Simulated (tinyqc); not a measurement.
# Small-signal admittance of a forward-biased p+-n diode: effects of single changes

Holes injected into a neutral base of width wb with an ohmic contact at its end; low injection, p0 far above the equilibrium density. A small voltage v exp(i w t), w = 2 pi f, modulates the edge density by p0 v/Vt, and the small-signal density obeys Dp d2p/dx2 = (1/tau + i w) p.

Values chosen for this exercise; permittivity close to that of gallium arsenide: temperature T = 300 K; relative permittivity eps_r = 12.9; donor density of the base Nd = 9.5e16 cm^-3; hole diffusion coefficient Dp = 4.9 cm^2/s; hole lifetime tau = 1e-6 s; width of the neutral base wb = 5.1 um; excess hole density at the junction edge p0 = 6.9e14 cm^-3; acceptor density of the p+ side Na = 9e19 cm^-3; series resistance Rs = 0.0009 ohm cm^2; signal frequency f = 2.2e7 Hz.

Constants: q = 1.602176634e-19 C, kB = 1.380649e-23 J/K, Vt = kB T/q, eps0 = 8.8541878128e-14 F/cm where lengths are in cm. Results are converted to the units shown.

Each table varies one quantity; the others keep the values above.

## Admittance against frequency

L = sqrt(Dp tau); direct current J = (q Dp p0/L) coth(wb/L); k = sqrt(1 + i w tau)/L; diffusion admittance Y = (q Dp p0/Vt) k coth(k wb) = G + i w C_diff; junction capacitance C_j = sqrt(q eps0 eps_r Nd/(2 Vr)) in the depletion approximation, with the remaining barrier Vr = Vt ln(Na/p0), a rough value under forward bias; base-width modulation is left out. Measured admittance 1/[Rs + 1/(Y + i w C_j)].

The same in every row: C_j (uF/cm^2) = 0.1690.

Admittance against frequency:
```
f (Hz)	w tau	G (S/cm^2)	C_diff (uF/cm^2)	measured G (S/cm^2)	measured C (uF/cm^2)	phase of the measured Y (degrees)
20000	0.1257	41.81	0.7219	40.29	0.8274	0.1478
80000	0.5027	41.81	0.7219	40.29	0.8274	0.5913
3e5	1.885	41.82	0.7218	40.30	0.8273	2.216
1e6	6.283	41.91	0.7214	40.41	0.8267	7.325
6e6	37.70	45.28	0.7045	44.37	0.8057	34.39
2e7	125.7	70.26	0.5824	72.71	0.6604	48.78
1e8	628.3	168.0	0.2666	188.2	0.3143	46.38
4e8	2513	335.6	0.1335	442.4	0.1398	38.46
2e9	1.257e4	750.4	0.05971	915.1	0.02408	18.30
```

What does the table show?

G starts at J/Vt = 41.8 S/cm^2 and C_diff at (J tau/(2 Vt))(1 - 2 x/sinh 2x) = 0.722 uF/cm^2, x = wb/L = 0.230. Between the last two rows G goes as f^(0.50) and C_diff as f^(-0.50); the limits are 1/2 and -1/2, reached when the signal penetrates only sqrt(Dp/w). The measured C is 7.1 % below C_diff + C_j in the first row and 89 % below it in the last, the difference being due to Rs.

## Effect of the excess hole density at the junction edge

Same model as above.

The same in every row: w tau = 138.23.

Effect of the excess hole density at the junction edge:
```
p0 (cm^-3)	G (S/cm^2)	C_diff (uF/cm^2)	C_j (uF/cm^2)	measured G (S/cm^2)	measured C (uF/cm^2)	phase of the measured Y (degrees)
1e10	0.0010773	8.1625e-6	0.12112	0.25333	0.12110	89.133
9e10	0.0096953	7.3462e-5	0.12738	0.28896	0.12742	89.060
9e11	0.096953	7.3462e-4	0.13510	0.41409	0.13578	88.736
9e12	0.96953	0.0073462	0.14443	1.3637	0.15146	86.273
9e13	9.6953	0.073462	0.15601	10.493	0.22533	71.383
9e14	96.953	0.73462	0.17090	100.03	0.75787	46.324
1e16	1077.3	8.1625	0.19217	669.85	1.6846	19.169
```

What does the table show?

As p0 goes from 1e10 to 1e16, G rises from 0.00108 to 1080 S/cm^2, C_diff rises from 8.16e-6 to 8.16 uF/cm^2 and the measured C rises from 0.121 to 1.68 uF/cm^2. C_diff exceeds C_j for p0 = 9e14, 1e16.

Program tinyqc, `OMP_NUM_THREADS=1 python tinyqc.py 2890184 2890185 out.jsonl`; Intel Xeon 2.30GHz, shared host, one thread, about 0.01 s.
